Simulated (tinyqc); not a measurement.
# Offset from the accumulated charge

Inverse problem. Layer 1 (x < 0) accumulates electrons and layer 2 (x > 0) is depleted. Boltzmann statistics. Sheet densities from the first integral: Q1 = sqrt((2 eps0 eps_r Vt N1/q)(exp(u1) - u1 - 1)) extra electrons, Q2 = sqrt((2 eps0 eps_r Vt N2/q)(exp(-u2) + u2 - 1)) missing ones, u = V/Vt; neutrality Q1 = Q2 + si. V1 + V2 = dE + Vt ln[(N2/Nc2)/(N1/Nc1)]. Find V1, V2 and dE.

Inputs (values chosen for the exercise); values of the order of III-V alloys:
- T = 300 K (temperature)
- eps_r = 13.1 (relative permittivity of both layers)
- Nc1 = 4.4e17 cm^-3 (density of states of the narrow-gap layer 1)
- Nc2 = 9.4e17 cm^-3 (density of states of the wide-gap layer 2)
- N1 = 2.6e15 cm^-3 (donor density in layer 1)
- N2 = 2.5e16 cm^-3 (donor density in layer 2)
- si = 0 cm^-2 (fixed charge at the interface)

Constants: q = 1.602176634e-19 C, kB = 1.380649e-23 J/K, Vt = kB T/q, eps0 = 8.8541878128e-14 F/cm where lengths are in cm. Results are converted to the units shown.

Q1 = 2.2408811e11 cm^-2

Answer. Each sheet density rises steadily with its bending, so Q1 fixes V1 and Q2 = Q1 - si fixes V2.

V1 = 0.1044 V
V2 = 0.1645 V
dE = 0.2300 eV

tinyqc, about 0.1 s, one thread, Intel Xeon 2.30GHz (shared host): `OMP_NUM_THREADS=1 python tinyqc.py 2410139 2410140 out.jsonl`
